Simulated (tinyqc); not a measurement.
k.p values derived from sp3s* tight binding at Gamma, step by step. Values are carried at full precision from step to step, so a last printed digit may differ when a step is redone from the rounded ones.

At Gamma the states are two-level mixtures: s-like S+ (upper) and S- (lower) from [[Esa, Vss], [Vss, Esc]], p-like P- (valence) and P+ from [[Epa, Vxx], [Vxx, Epc]], and the bare s* levels. With real k in 1/angstrom and kz = 0, the phase sums over the four bonds are g0 = 1 - (a k/4)^2/2, g1 = i a kx/4, g3 = -(a/4)^2 kx ky to second order. Each mixture is written (anion, cation) with the anion part positive. c = hbar^2/2m0. No spin-orbit coupling.

Constants: hbar^2/2m0 = 3.80998211 eV angstrom^2.

Parameters, chosen for this exercise (near a published set for SiC, fitted to gaps, whose masses and valley positions are rough; not measured data):
- Esa = -8.457 eV (s level of the anion)
- Esc = -4.839 eV (s level of the cation)
- Epa = 2.116 eV (p level of the anion)
- Epc = 4.368 eV (p level of the cation)
- Vss = -12.392 eV (s-s)
- Vxx = 3.03 eV (px-px)
- a = 4.36 angstrom (lattice constant)
- Vsapc = 9.516 eV (s anion, p cation)
- Vscpa = 9.233 eV (s cation, p anion)
- Vxapc = 8.693 eV (s* anion, p cation)
- Vpaxc = 4.405 eV (p anion, s* cation)
- Exa = 9.64 eV (s* level of the anion)
- Exc = 9.297 eV (s* level of the cation)
- Vxy = 5.894 eV (px-py)

## States at Gamma

Solve the two blocks.

States:
```
state,E (eV),anion part,cation part
S-,-19.1713,0.75646,0.65405
P-,0.0095,0.82108,-0.57081
S+,5.8753,0.65405,-0.75646
P+,6.4745,0.57081,0.82108
```

## Linear terms and the Kane energy

<s state|dH/dkx|x state> = i P with P = (a/4)(sa pc Vsapc + sc pa Vscpa), sa, sc and pa, pc being the parts of the two states; for s* on the anion P = (a/4) pc Vxapc, on the cation (a/4) pa Vpaxc. Ep = P^2/c for S+ to P-.

Couplings:
```
pair,P (eV angstrom),E(first) - E(second) (eV)
S+ to P-,-10.1233,5.8658
S+ to P+,1.2247,-0.5991
S- to P-,0.9258,-19.1809
s*a to P-,-5.4087,9.6305
s*c to P-,3.9424,9.2875
```

Ep = 26.898 eV

The two terms of S+ to P- have the same sign and add: S+ and P- both change sign from anion to cation. An on-site momentum element between s and p, which real atoms have, is absent from this model.

## Electron mass

m0/m = [<S+|d2H/dkx^2|S+>/2 + sum P^2/(E(S+) - E(P))]/c over P- and P+, with the direct term -(a/4)^2 sa sc Vss.

parts of m0/m: direct -1.912, from P- 4.586, from P+ -0.657

mass = 0.4959 m0

The valence band supplies 227 % of m0/m; the direct term, which stands in for the free-electron 1, is -1.91. S+ is not the lowest valley of SiC; this is the mass of the Gamma level.

## Valence parameters L, M, N and the Luttinger values

Direct terms d0 = -(a/4)^2 pa pc Vxx, dN = -2 (a/4)^2 pa pc Vxy for P-. F = sum P^2/(E(P-) - E(s)) over S+, S-, s*a, s*c. The y state of P- couples to the z state of P+ through Q = (a/4) Vxy (pa p'c - pc p'a), primes for P+, and H1 = Q^2/(E(P-) - E(P+)). L = d0 + F, M = d0 + H1, N = dN + F + H1; g1 = -(L + 2M)/(3c), g2 = -(L - M)/(6c), g3 = -N/(6c).

d0, dN, F, Q, H1 (eV angstrom^2; Q in eV angstrom): 1.6872  6.5641  -22.1372  6.4245  -6.3843

L, M, N (eV angstrom^2): -20.450  -4.697  -21.957

g1, g2, g3: 2.611  0.689  0.961

Along [100] the masses without spin-orbit coupling are c/|L| = 0.186 (one band) and c/|M| = 0.811 (two bands).

## Checks

- Electron mass against a finite difference of the full bands: both 0.4959.
- L and M against finite differences along [100]: largest relative difference 2.6e-06.
- Lowest curvature along [111], (L + 2M + 2N)/3, against a finite difference: both -24.586.

(tinyqc, `OMP_NUM_THREADS=1 python tinyqc.py 1481285 1481286 out.jsonl`, Intel(R) Xeon(R) Processor @ 2.30GHz, 1 thread, shared host, about 0.01 s.)
